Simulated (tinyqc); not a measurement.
Worked calculation: empirical pseudopotential in a few plane waves. Computed by tinyqc, a small Python program that keeps every step. Settings: plane-wave index or count = 15. Command: `OMP_NUM_THREADS=1 python tinyqc.py 28591 28592 out.jsonl` (the two numbers bound the seeds that draw the settings). One thread of a shared host (Intel(R) Xeon(R) Processor @ 2.60GHz), about 0.2 s of CPU time with the checks.

## Bloch Hamiltonian at G

Parameters chosen for this model: fcc lattice, atoms at +/- a/8 (1,1,1); form factors in rydberg at |G|^2 in units of (2 pi/a)^2:
```
parameter                 value      unit
a                      6.500000  angstrom
VS(3)                 -0.191000        Ry
VS(8)                 -0.001000        Ry
VS(11)                 0.040000        Ry
VA(3)                         0        Ry
VA(4)                         0        Ry
VA(11)                        0        Ry
hbar^2/2m (2 pi/a)^2   3.560049        eV
```

k point G (2 pi / a): 0  0  0

Basis: the 15 shortest G (labels in 2 pi/a), the same at every k. H(G,G') = c |k + G|^2 delta + VS(|G-G'|^2) cos((G-G').tau) + i VA sin((G-G').tau), tau = a/8 (1,1,1); 1 Ry = 13.605693 eV.

H(k) at G (eV), lower triangle:
```
           +0+0+0     -1-1-1     -1-1+1     -1+1-1     -1+1+1     +1-1-1     +1-1+1     +1+1-1
+0+0+0   0.000000
-1-1-1   1.837549  10.680146
-1-1+1  -1.837549   0.000000  10.680146
-1+1-1  -1.837549   0.000000  -0.013606  10.680146
-1+1+1  -1.837549   0.013606   0.000000   0.000000  10.680146
+1-1-1  -1.837549   0.000000  -0.013606  -0.013606   0.000000  10.680146
+1-1+1  -1.837549   0.013606   0.000000   0.000000  -0.013606   0.000000  10.680146
+1+1-1  -1.837549   0.013606   0.000000   0.000000  -0.013606   0.000000  -0.013606  10.680146
+1+1+1   1.837549   0.000000   0.013606   0.013606   0.000000   0.013606   0.000000   0.000000
-2+0+0   0.000000  -1.837549  -1.837549  -1.837549   1.837549   0.384827  -0.384827  -0.384827
+0-2+0   0.000000  -1.837549  -1.837549   0.384827  -0.384827  -1.837549   1.837549  -0.384827
+0+0-2   0.000000  -1.837549   0.384827  -1.837549  -0.384827  -1.837549  -0.384827   1.837549
+0+0+2   0.000000  -0.384827   1.837549  -0.384827  -1.837549  -0.384827  -1.837549   0.384827
+0+2+0   0.000000  -0.384827  -0.384827   1.837549  -1.837549  -0.384827   0.384827  -1.837549
+2+0+0   0.000000  -0.384827  -0.384827  -0.384827   0.384827   1.837549  -1.837549  -1.837549

           +1+1+1     -2+0+0     +0-2+0     +0+0-2     +0+0+2     +0+2+0     +2+0+0
+1+1+1  10.680146
-2+0+0  -0.384827  14.240195
+0-2+0  -0.384827  -0.013606  14.240195
+0+0-2  -0.384827  -0.013606  -0.013606  14.240195
+0+0+2  -1.837549   0.013606   0.013606   0.000000  14.240195
+0+2+0  -1.837549   0.013606   0.000000   0.013606  -0.013606  14.240195
+2+0+0  -1.837549   0.000000   0.013606   0.013606  -0.013606  -0.013606  14.240195
```

## Levels at G

Diagonalise the Hermitian matrix.

eigenvalues (eV): -2.117508  7.076903  7.681564  7.681564  7.681564  10.693752  10.693752  10.693752  12.756837  14.267406  14.267406  17.252383  17.252383  17.252383  17.748199

## Bands along a path

The same steps at evenly spaced points between the labelled ones.

Bands along the path (eV), lowest eight:
```
k            band 1    band 2    band 3    band 4    band 5     band 6     band 7     band 8
L         -0.392491  2.031855  7.099311  7.099311  8.228420  11.513762  11.513762  13.783595
L-G 0.20  -0.822442  2.567661  7.086660  7.086660  8.254410  11.440548  11.440548  13.904132
L-G 0.40  -1.342984  3.540355  7.190974  7.190974  8.425548  11.422870  11.422870  12.737856
L-G 0.60  -1.763710  4.733118  7.380789  7.380789  8.633257  11.232382  11.232382  11.399916
L-G 0.80  -2.027939  6.031195  7.585833  7.585833  8.431332  10.693218  10.874017  10.874017
G         -2.117508  7.076903  7.681564  7.681564  7.681564  10.693752  10.693752  10.693752
G-X 0.20  -1.997806  5.904255  7.410591  7.410591  8.861992  10.212525  11.151537  11.151537
G-X 0.40  -1.640729  4.552458  6.903878  6.903878  9.533483   9.936557  12.211769  12.211769
G-X 0.60  -1.052569  3.284214  6.474235  6.474235  9.080413   9.772395  13.357018  13.549745
G-X 0.80  -0.244406  2.120294  6.235122  6.235122  8.936165   9.107171  14.875199  15.054826
X          0.767433  1.085074  6.229047  6.229047  8.651924   9.136553  16.614249  16.712425
```

With 4 band(s) filled, the highest filled level on these points lies at G and the lowest empty one at G: the bands touch or overlap, so there is no gap. This holds for the small fixed basis; with all plane waves up to |k + G|^2 = 21 (2 pi/a)^2 the gap along the path is 0.00 eV.

## Convergence with the number of plane waves

Levels at G counted from the fourth one.

Levels (eV):
```
plane waves     level 1   level 5   level 8
9            -12.811260         0         0
15            -9.799072         0  3.012188
27            -9.386767         0  2.729202
51            -9.265974         0  2.891395
59            -9.266135  0.002394  2.797303
65            -9.273684  0.002394  2.787002
89            -9.263990  0.001169  2.790005
```
